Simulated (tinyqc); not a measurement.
Elastic trap-assisted tunnelling through a dielectric: one step of the calculation.

Emitter at x = 0 (Fermi level 0), collector at x = t (Fermi level -V), band edge U(x) = phi - F x, F = V/t. A trap at x has the energy E = U(x) - Et. With G(u) = (4/(3 F)) sqrt(mo/C) max(u, 0)^1.5, C = hbar^2/(2 m0): S1 = G(phi - E) - G(Et), S2 = G(Et) - G(phi - V - E), T1,2 = exp(-S1,2). The steady rate through one trap is nu T1 T2 (f1 - f2)/(T1 + T2), f1 = f(E), f2 = f(E + V), f(y) = 1/(1 + exp(y/Vt)); both contacts offer states at E.

Problem. The best-placed trap against direct tunnelling. At x = xs: E, S1, S2 and the occupation (T1 f1 + T2 f2)/(T1 + T2). Direct tunnelling at E = 0 has S = (4/(3 F)) sqrt(mo/C) [phi^1.5 - max(phi - V, 0)^1.5].

Parameters, values chosen for the exercise; dielectric values close to those of silicon dioxide:
```
symbol,value,unit,meaning
T,300,K,temperature
phi,3.14,eV,barrier above the emitter Fermi level
mo,0.52,m0,tunnelling mass
t,6,nm,thickness
Et,2.41,eV,trap depth below the band edge of the dielectric
nu,1e14,1/s,attempt frequency
V,2.54,V,voltage
```

Constants: q = 1.602176634e-19 C, kB = 1.380649e-23 J/K, hbar = 1.054571817e-34 J s, m0 = 9.1093837015e-31 kg, Vt = kB T/q, hbar^2/(2 m0) = 0.0380998212 eV nm^2. Results are converted to the units shown.

xs = 2.54 nm

Find: E; S1; S2; occupation; S of direct tunnelling.

Solution.

E = -0.34527 eV
S1 = 32.176
S2 = 32.840
occupation = 0.66004
S of direct tunnelling = 59.335

Range of the model: Phonon-assisted (inelastic) capture, chains of traps and a spread of trap depths are left out.

Numbers from tinyqc (`OMP_NUM_THREADS=1 python tinyqc.py 2370158 2370159 out.jsonl`; about 0.05 s on one thread of a shared Intel Xeon 2.30GHz).
